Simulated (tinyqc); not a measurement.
Space-charge-limited current with shallow traps: two steps of the calculation.

One carrier type, drift only, an injecting contact at x = 0 (zero field) and thickness L. The share th = y/(1 + y), y = (Nc/Nt) exp(-Et/kB T), of the injected charge is free: J = q mu n F, eps0 eps_r dF/dx = q (n - n0)/th.

Values chosen for this exercise: temperature T = 300 K; relative permittivity eps_r = 13.4; mobility mu = 5.5 cm^2/(V s); thickness L = 2200 nm; band density of states Nc = 6.4e19 cm^-3; trap density Nt = 5e16 cm^-3; trap depth Et = 0.51 eV; free carrier density in equilibrium n0 = 2.1e9 cm^-3; voltage V = 5.7 V.

Constants: q = 1.602176634e-19 C, kB = 1.380649e-23 J/K, Vt = kB T/q, eps0 = 8.8541878128e-14 F/cm where lengths are in cm. Results are converted to the units shown.

Task 1. Limits and characteristic voltages. Ohmic J = q n0 mu V/L; Mott-Gurney J = (9/8) th eps0 eps_r mu V^2/L^3; they cross at Vx = 8 q n0 L^2/(9 th eps0 eps_r); traps fill at V_TFL = q Nt L^2/(2 eps0 eps_r).

Wanted: th; ohmic J; Mott-Gurney J; Vx; V_TFL.

Result 1.

th = 3.4641e-6
ohmic J = 4.7945e-5 A/cm^2
Mott-Gurney J = 7.7595e-5 A/cm^2
Vx = 3.5220 V
V_TFL = 163.40 V

Task 2. The exact current. Exact: with u = n0/n(L), w = -u - ln(1 - u) and v = -u - u^2/2 - ln(1 - u), V = (q n0 L^2/(th eps0 eps_r)) v/w^2 and J = q^2 n0^2 mu L/(th eps0 eps_r w). v/w^2 falls steadily with u, so u follows by bisection.

Give: v/w^2; u; w; J; exit field over V/L.

Result 2.

v/w^2 = 1.439
u = 0.5811
w = 0.2891
J = 1.153e-4 A/cm^2
exit field over V/L = 1.397

J is 8.2 % below the plain sum of the two limits; the exit field lies between the ohmic 1 and the Mott-Gurney 1.5.

Range of the model: Diffusion and a field-dependent mobility are left out. With injecting contacts the diffusion current, about 4 pi^2 Vt th eps0 eps_r mu V/L^3, equals the Mott-Gurney current at V = 35 kB T/q (0.9 V at 300 K), so the drift-only result needs V well above that.

Program tinyqc, `OMP_NUM_THREADS=1 python tinyqc.py 2370167 2370168 out.jsonl`; Intel Xeon 2.30GHz, shared host, one thread, about 0.02 s.
